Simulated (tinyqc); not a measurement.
Field dependence: Hall factor, magnetoresistance and optical conductivity for a power-law relaxation time. Computed by tinyqc, a small Python program. Command: `OMP_NUM_THREADS=1 python tinyqc.py 3022082 3022083 out.jsonl magneto walk`. One thread of a shared host (Intel(R) Xeon(R) Processor @ 2.30GHz), about 0.01 s of CPU time with the checks.

One spherical parabolic band, tau(E) = tau_0 x^s with x = E/(k_B T). Landau quantisation is left out.

Inputs (values chosen for the exercise, with a mass close to that of electrons in GaAs):
```
quantity                 value  unit
effective mass m         0.064   m_0
exponent s                   1     -
tau_0                       51    fs
reduced Fermi level eta   0.59     -
temperature T              300     K
```

Constants: m_0 = 9.1093837015e-31 kg; k_B = 1.380649e-23 J/K; hbar = 1.054571817e-34 J s; e = 1.602176634e-19 C.

Method:
- <y> = int y x^(3/2) f (1 - f) dx / int x^(3/2) f (1 - f) dx, f = 1/(1 + exp(x - eta)).
- Integrals over x = E/(k_B T) use 160 Gauss-Legendre points in u = sqrt(x) from 0 to sqrt(max(eta, 0) + 45).
- n = (2 m k_B T)^(3/2)/(3 pi^2 hbar^3) int x^(3/2) f (1 - f) dx; moments in units of tau_0.
- mu = e <tau>/m; weak field r_H = <tau^2>/<tau>^2 and MR = c (mu B)^2, c = <tau^3>/<tau>^3 - r_H^2; strong field r_H = 1 and MR = <tau> <1/tau> - 1.
- With w_c = e B/m: sigma_xx = (n e^2/m) <tau/(1 + w_c^2 tau^2)>, sigma_xy = (n e^2/m) <w_c tau^2/(1 + w_c^2 tau^2)>; r_H = (n e/B) sigma_xy/(sigma_xx^2 + sigma_xy^2); MR = sigma_0 sigma_xx/(sigma_xx^2 + sigma_xy^2) - 1, sigma_0 = n e^2 <tau>/m.

drift mobility mu = 4226.30 cm^2/(V s)

saturation MR = 42.7748 %

Against the field:
```
B (T)        mu B     r_H      MR (%)
0.071  3.0007e-02  1.2873  3.3768e-02
0.24   1.0143e-01  1.2810  3.7037e-01
0.71   3.0007e-01  1.2447  2.5443e+00
1.4    5.9168e-01  1.1908  6.5832e+00
2.4    1.0143e+00  1.1379  1.1738e+01
4.7    1.9864e+00  1.0780  1.9804e+01
9.5    4.0150e+00  1.0356  2.8280e+01
24     1.0143e+01  1.0098  3.6448e+01
95     4.0150e+01  1.0010  4.1485e+01
```

What does the comparison show, and why?

r_H falls from 1.287 to 1.001, so a strong-field measurement gives n directly; half of the fall is done between 0.592 and 1.01 in mu B. MR starts as B^1.97 and reaches 97 % of its saturation value in the last row. It arises only because carriers of different energy have different Hall angles, which one Hall field cannot cancel. Above 14 T hbar w_c exceeds k_B T and mu B exceeds 1, and Landau quantisation replaces this picture.

Extremes, crossings and ranges named in words are read from the listed rows.
